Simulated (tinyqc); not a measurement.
The vacancy as the cations move: bond unit of a tetrahedral oxide and its oxygen vacancy in tight binding.

Without the oxygen the two hybrids face each other at distance R and couple by -V2, V2 = 3.22 x 2c/R^2, c = hbar^2/2m0: a bond at eh - V2 with two electrons and an antibond at eh + V2. Levels are measured from eop, the lone-pair level that stands for the top of the valence band.

Constants: hbar^2/2m0 = 3.80998211 eV angstrom^2.

Parameters, chosen for this exercise (out of a larger set: near tabulated values for SiO2; not measured data):

| symbol | value | unit | meaning |
|---|---|---|---|
| es | -14.84 | eV | s level of the cation |
| ep | -7.57 | eV | p level of the cation |
| eop | -16.78 | eV | p level of oxygen |

R is varied; eh = (es + 3 ep)/4. The last two columns are the band energies of the bond with two electrons, -2 V2, and with one, -V2.

Against R (eV):

| R (angstrom) | V2 | bond level | antibond level | two electrons | one electron |
|---|---|---|---|---|---|
| 2.20 | 5.069 | 2.323 | 12.462 | -10.139 | -5.069 |
| 2.35 | 4.443 | 2.950 | 11.835 | -8.886 | -4.443 |
| 2.50 | 3.926 | 3.467 | 11.318 | -7.852 | -3.926 |
| 2.70 | 3.366 | 4.027 | 10.758 | -6.731 | -3.366 |
| 3.00 | 2.726 | 4.666 | 10.119 | -5.453 | -2.726 |
| 3.30 | 2.253 | 5.139 | 9.646 | -4.506 | -2.253 |
| 3.70 | 1.792 | 5.600 | 9.185 | -3.585 | -1.792 |
| 4.20 | 1.391 | 6.002 | 8.783 | -2.782 | -1.391 |

The bond level rises from 2.32 eV at 2.2 to 6.00 eV at 4.2 angstrom, towards the lone hybrid at 7.39 eV. Taking one electron away halves the pull between the cations (at 2.5 angstrom from 6.28 to 3.14 eV/angstrom), so the positive vacancy relaxes outward and its level moves up: capture and release of a hole take place at different energies.

Computed by tinyqc, a small Python program: `OMP_NUM_THREADS=1 python tinyqc.py 1481624 1481625 out.jsonl` (the numbers bound the seed that draws the inputs); one thread of a shared host (Intel(R) Xeon(R) Processor @ 2.30GHz), about 0.01 s for the whole set of steps.
